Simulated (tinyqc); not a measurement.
Depth and level of a trap from the time ratio.

Inverse problem. For an oxide trap tc/te = exp(E/Vt) with E = E0 - dpsi - (xt/tox)(Vg - VT - dpsi), dpsi being the rise of the surface potential above its value at threshold. Find xt and E0, and the depth that would be read if dpsi were ignored.

Values chosen for this exercise: temperature T = 350 K; insulator thickness tox = 3.5 nm.

Constants: q = 1.602176634e-19 C, kB = 1.380649e-23 J/K, Vt = kB T/q. Results are converted to the units shown.

Vg - VT (V): 0.52  0.67
tc/te: 1.9439099  0.22442352
dpsi (V): 0.086586940  0.095111133

Answer. E + dpsi is a straight line in the oxide voltage Vg - VT - dpsi with slope -xt/tox and intercept E0. Ignoring dpsi assigns the motion of the bands to the trap and overstates its depth.

xt = 1.400 nm
E0 = 0.2800 eV
depth read without dpsi = 1.519 nm

Computed by the program tinyqc: `OMP_NUM_THREADS=1 python tinyqc.py 2710031 2710032 out.jsonl`, one thread of a shared Intel Xeon 2.30GHz, about 0.01 s for the whole run.
